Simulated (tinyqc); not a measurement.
# Floating body of a partially depleted SOI transistor: body voltage and kink, step by step

Numbers from tinyqc (`OMP_NUM_THREADS=1 python tinyqc.py 2182106 2182107 out.jsonl`; about 0.2 s on one thread of a shared Intel Xeon 2.30GHz). Printed values are rounded.

Source at 0 V. Channel current Ic = 2 nf K Vt^2 [F(0) - F(Vd)](1 + la Vd), F(V) = ln^2(1 + exp((Vg - VT - nf V)/(2 nf Vt))), VT = VT0 - gb Vb. Saturation voltage Vs = 2 Vt sqrt(F(0)) + 3 Vt, excess Ve = (Vd - Vs + sqrt((Vd - Vs)^2 + 0.0004 V^2))/2, multiplication M1 = Ai Ve exp(-Bl/Ve). Each junction passes D(v) = J1 (exp(v/Vt) - 1) + J2 (exp(v/(2 Vt)) - 1). Bipolar current Ib = bb J1 (exp(Vb/Vt) - 1). The body settles where M1 (Ic + Ib) = D(Vb) + D(Vb - Vd) + Vb/Rb; drain current Id = (1 + M1)(Ic + Ib) - D(Vb - Vd).

Values chosen for this exercise; values of the order met in partially depleted silicon-on-insulator transistors:

| symbol | value | unit | meaning |
|---|---|---|---|
| T | 300 | K | temperature |
| VT0 | 0.41 | V | threshold at zero body voltage |
| gb | 0.24 |  | fall of the threshold per volt of body voltage |
| nf | 1.28 |  | slope factor |
| K | 300 | uA/(V^2 um) | gain factor per width |
| la | 0.07 | 1/V | channel-length modulation factor |
| Ai | 3.84 | 1/V | impact-ionisation prefactor |
| Bl | 4.3 | V | impact-ionisation voltage |
| J1 | 2.9e-12 | uA/um | diffusion saturation current of each junction |
| J2 | 1.4e-8 | uA/um | recombination saturation current of each junction |
| bb | 1 |  | gain of the lateral bipolar transistor on the diffusion current |
| Rb | 1e5 | kohm um | resistance of a weak body tie to the source (1e9 stands for no tie, and the term is then dropped) |
| Vg | 0.79 | V | gate voltage |
| Vd | 2 | V | drain voltage |

Constants: q = 1.602176634e-19 C, kB = 1.380649e-23 J/K, Vt = kB T/q. Results are converted to the units shown.

Range of the model: The multiplication law is an empirical form chosen for the exercise; self-heating and capacitive coupling to the body are left out, and the linear laws are rough once Vb passes about 0.7 V or M1 about 0.1.

## Starting value

Vb = 0.68 V.

Vb at the start = 0.68 V

## Iteration 1: new Vb

Current into the body I_in = M1 (Ic + Ib) - D(Vb - Vd), current out I_out = D(Vb) + Vb/Rb; f = ln(I_in/I_out), s = df/dVb by central differences over 1e-5 V, Vb(new) = Vb - f/s.

Ic = 39.4216 uA/um
Ve = 1.49812 V
M1 = 0.326092
I_in = 13.1058 uA/um
I_out = 0.782954 uA/um
f = 2.81774
s = -37.0581 1/V
Vb after iteration 1 = 0.756036 V

## Iteration 2: new Vb

As before.

Ic = 42.1141 uA/um
Ve = 1.48387 V
M1 = 0.314207
I_in = 17.8082 uA/um
I_out = 14.6015 uA/um
f = 0.198535
s = -28.5392 1/V
Vb after iteration 2 = 0.762992 V

## Iteration 3: new Vb

As before.

Ic = 42.3649 uA/um
Ve = 1.48256 V
M1 = 0.313131
I_in = 19.2338 uA/um
I_out = 19.1026 uA/um
f = 0.00684206
s = -26.5334 1/V
Vb after iteration 3 = 0.763250 V

## Course of the iteration

Stop when the step is below 1e-10 V, or after 40 iterations.

Course of the iteration:
```
iteration,Vb before the step (V),step (V)
1,0.68,0.0760
2,0.756036,6.96e-3
3,0.762992,2.58e-4
4,0.763250,3.83e-7
5,0.763250,8.48e-13
```

Converged in 5 iterations.

## Drain current with floating and with grounded body

converged Vb = 0.763250 V

Id and VT at the converged Vb, Id at Vb = 0, their ratio, and the bipolar share Ib/(Ic + Ib).

VT = 0.226820 V
Id, floating = 80.9188 uA/um
Id, grounded = 27.8684 uA/um
ratio = 2.90361
bipolar share = 31.2382 %

The body rises to 0.763 V and lowers the threshold by 183 mV.
